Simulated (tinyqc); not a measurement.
Inside a calculation. Model: potential-pH (Pourbaix) lines of a metal, its cation, its oxide and an oxyanion, with a complexing ligand. Computed by tinyqc, a small Python program that keeps every step. Command: `OMP_NUM_THREADS=1 python tinyqc.py 3001926 3001927 out.jsonl pourb walk`. One thread of a shared host (Intel(R) Xeon(R) Processor @ 2.30GHz), about 0.01 s of CPU time with the checks. Intermediate numbers are printed to about 7 digits and carried at full precision; extremes and crossings named in words are read from the listed rows.

Potentials are against the standard hydrogen electrode; solids and water have unit activity; dG_f of M, H+ and the electron is zero; F = e N_A and s = R T ln(10)/F. The cation carries z = 3.

Inputs (values chosen for the exercise, modelled on gallium):
```
quantity                                      value      unit
dG_f of the cation                             -158    kJ/mol
dG_f of the oxide                           -999.13    kJ/mol
dG_f of the oxyanion                        -529.54    kJ/mol
dG_f of water                               -237.14    kJ/mol
temperature T                                298.15         K
log10 of the dissolved activity a                -6         -
pH                                              5.5         -
potential E                                   -0.94         V
log10 of the stability constant beta of ML       11         -
pKa of HL                                       9.1         -
total ligand c_L                               0.39     mol/L
limiting current density i_L                 0.0015    A/cm^2
molar volume V_m                               11.8  cm^3/mol
```

Species: M, M3+, M2O3, MO2(-).

exchange current densities, metal and cathodic (A/cm^2): 3.1e-06  1e-12

Tafel slopes, anodic and cathodic (mV/decade): 70  90

Constants: R = 8.314462618 J/(mol K); e = 1.602176634e-19 C; N_A = 6.02214076e+23 1/mol.

## Standard potentials

M3+ + 3e = M; (1/2) M2O3 + 3H+ + 3e = M + (3/2) H2O; MO2(-) + 4H+ + 3e = M + 2H2O. For each, E0 = -dG/(z F), and E = E0 + (s/z) log10 a - (s n_H/z) pH, with no activity term for the oxide.

s = 0.05915935 V

E0 (V): cation -0.5458515, oxide -0.4969840, oxyanion -0.1909098

The metal is less noble than hydrogen.

## Vertical lines

Two oxidised species coexist where their lines against the metal cross: pH1 (cation/oxide) = [E0(oxide) - E0(cation)]/s - (log10 a)/z; pH2 (oxide/oxyanion) = {[E0(oxyanion) - E0(oxide)]/s + (log10 a)/z}/(4/z - 1).

pH1 = 2.826032

pH2 = 9.521172

width of the oxide field, pH2 - pH1 = 6.695140

The oxide is stable from pH 2.83 to 9.52; each decade less of dissolved metal narrows this field by 1.33 pH units.

## The stable species at (pH, E)

The metal is stable below the lowest of the three lines; above it, the species of the lowest line is stable. Water lines at 1 bar: hydrogen E = -s pH, oxygen E = -dG_f(water)/(2F) - s pH.

lines at this pH (V): cation -0.6641702, oxide -0.8223604, oxyanion -0.7430638

upper limit of immunity = -0.8223604 V

hydrogen line = -0.3253764 V

oxygen line = 0.9035150 V

E above the limit of immunity = -0.1176396 V

The metal is immune at this point. The point lies outside the stability range of water. Water itself can oxidise the metal at this pH. Caution: other oxidation states, hydroxides and hydrides are left out, and the lines say nothing of rates.

## A complexing ligand

The free ligand is c_L/(1 + 10^(pKa - pH)) (ligand in excess); dissolved metal is a in all, so the free cation is a/alpha, alpha = 1 + beta [L]; the cation line drops by (s/z) log10 alpha.

free ligand = 9.793897e-05 mol/L

log10 alpha = 6.990956

cation line with ligand = -0.8020304 V

that line less the oxide line = 0.02033006 V

The oxide still lies below the complexed cation at this pH.

## Mixed potential with oxygen reduction

Anodic i = i0a 10^((E - E_a)/b_a) with E_a the cation line with ligand; cathodic i = i0c 10^((E_c - E)/b_c) with E_c the oxygen line; supply caps the cathodic current, 1/i_c = 1/i(Tafel) + 1/i_L. E_corr makes the two currents equal. Without the cap it would be [b_c E_a + b_a E_c + b_a b_c log10(i0c/i0a)]/(b_a + b_c). Rate = i V_m/(z F). Films are left out.

E_corr without the cap = -0.3114516 V

corrosion potential E_corr = -0.6140993 V

corrosion current density = 0.001500000 A/cm^2

i/i_L = 1.0000000

etch rate = 36.68951 nm/min

The current sits at the supply limit: stirring or more oxidant, not the ligand, sets the rate. Caution: at this pH the oxide, not the cation, is the stable product, and a film would cut the rate. Caution: E_corr lies below the hydrogen line, so hydrogen evolution, left out here, adds cathodic current.

## The diagram with and without ligand

The formulas are those given above.

Lines against the metal (V); the species with the lowest line is stable above it:
```
pH      cation      oxide   oxyanion  stable above  cation with ligand  stable above, ligand
0   -0.6641702  -0.496984  -0.309229        cation          -0.6938458             dissolved
2   -0.6641702  -0.615303  -0.466987        cation          -0.7330160             dissolved
4   -0.6641702  -0.733621  -0.624745         oxide          -0.7724528             dissolved
5   -0.6641702  -0.792781  -0.703624         oxide          -0.7921719                 oxide
6   -0.6641702  -0.851940  -0.782503         oxide          -0.8118856                 oxide
7   -0.6641702  -0.911099  -0.861382         oxide          -0.8315444                 oxide
8   -0.6641702  -0.970259  -0.940262         oxide          -0.8506774                 oxide
9   -0.6641702  -1.029418  -1.019141         oxide          -0.8660449                 oxide
10  -0.6641702  -1.088578  -1.098020      oxyanion          -0.8720082              oxyanion
12  -0.6641702  -1.206896  -1.255778      oxyanion          -0.8730130              oxyanion
14  -0.6641702  -1.325215  -1.413536      oxyanion          -0.8730236              oxyanion
```

Without ligand the oxide holds 6 of the eleven rows (pH 4 to 9), with it 5 (pH 5, 6, 7, 8, 9). The ligand acts once beta [L] exceeds 1, from pH = pKa - log10(beta c_L) = -1.5 on, that is in all rows; its line then falls by at most s/z per pH unit and flattens beyond pKa, 0.209 V below the free cation at most. The oxide line falls faster, by s per pH unit, so the oxide takes over again at higher pH.

Checks made by the program: the lines cross at pH1 and pH2 (relative difference below 1e-10).
